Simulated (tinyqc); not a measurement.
Pariser-Parr-Pople SCF with singles CI, for the molecule O=c1ccccc(O)c1 (SMILES; centres numbered as the heavy atoms are written), step by step. One step of it, computed by the program tinyqc.

Task: PPP integrals. Mataga-Nishimoto: gamma = 14.399645/(R + a), a = 2 x 14.399645/(gamma_rr + gamma_ss); H_rr = -W_r - sum_(s != r) z_s gamma_rs; H_rs = beta for bonds.

Centres (angstrom, eV; a flat drawing with bonds scaled to 1.40 angstrom):
```
centre          x          y  core charge z          W   gamma_rr
1O       2.356000  -1.461000              1  17.700000  15.200000
2C       1.261000  -0.588000              1  11.160000  11.130000
3C       1.573000   0.777000              1  11.160000  11.130000
4C       0.700000   1.871000              1  11.160000  11.130000
5C      -0.700000   1.871000              1  11.160000  11.130000
6C      -1.573000   0.777000              1  11.160000  11.130000
7C      -1.261000  -0.588000              1  11.160000  11.130000
8O      -2.356000  -1.461000              2  33.000000  21.500000
9C       0.000000  -1.196000              1  11.160000  11.130000
```

Resonance integrals (eV):
```
i  j       beta
1  2  -2.510000
2  3  -2.390000
3  4  -2.390000
4  5  -2.390000
5  6  -2.390000
6  7  -2.390000
7  8  -2.240000
7  9  -2.390000
9  2  -2.390000
```

Give: repulsion gamma_rs; core matrix H.

Result:

repulsion gamma_rs (eV):
```
         1O       2C       3C       4C       5C       6C       7C       8O
1O  15.2000   5.7733   4.1560   2.9908   2.5645   2.5643   2.9908   2.6197
2C   5.7733  11.1300   5.3451   3.7735   3.2439   3.2436   3.7737   3.1280
3C   4.1560   5.3451  11.1300   5.3463   3.7732   3.2433   3.2436   2.6645
4C   2.9908   3.7735   5.3463  11.1300   5.3455   3.7732   3.2439   2.6647
5C   2.5645   3.2439   3.7732   5.3455  11.1300   5.3463   3.7735   3.1280
6C   2.5643   3.2436   3.2433   3.7732   5.3463  11.1300   5.3451   4.4257
7C   2.9908   3.7737   3.2436   3.2439   3.7735   5.3451  11.1300   6.3073
8O   2.6197   3.1280   2.6645   2.6647   3.1280   4.4257   6.3073  21.5000
9C   4.1562   5.3457   3.7724   3.2434   3.2434   3.7724   5.3457   4.4260

         9C
1O   4.1562
2C   5.3457
3C   3.7724
4C   3.2434
5C   3.2434
6C   3.7724
7C   5.3457
8O   4.4260
9C  11.1300
```

core matrix H (eV):
```
          1O        2C        3C        4C        5C        6C        7C        8O
1O  -48.1352   -2.5100    0.0000    0.0000    0.0000    0.0000    0.0000    0.0000
2C   -2.5100  -47.9149   -2.3900    0.0000    0.0000    0.0000    0.0000    0.0000
3C    0.0000   -2.3900  -45.3689   -2.3900    0.0000    0.0000    0.0000    0.0000
4C    0.0000    0.0000   -2.3900  -44.2061   -2.3900    0.0000    0.0000    0.0000
5C    0.0000    0.0000    0.0000   -2.3900  -44.7064   -2.3900    0.0000    0.0000
6C    0.0000    0.0000    0.0000    0.0000   -2.3900  -47.2997   -2.3900    0.0000
7C    0.0000    0.0000    0.0000    0.0000    0.0000   -2.3900  -51.4910   -2.2400
8O    0.0000    0.0000    0.0000    0.0000    0.0000    0.0000   -2.2400  -62.3639
9C    0.0000   -2.3900    0.0000    0.0000    0.0000    0.0000   -2.3900    0.0000

          9C
1O    0.0000
2C   -2.3900
3C    0.0000
4C    0.0000
5C    0.0000
6C    0.0000
7C   -2.3900
8O    0.0000
9C  -48.8912
```
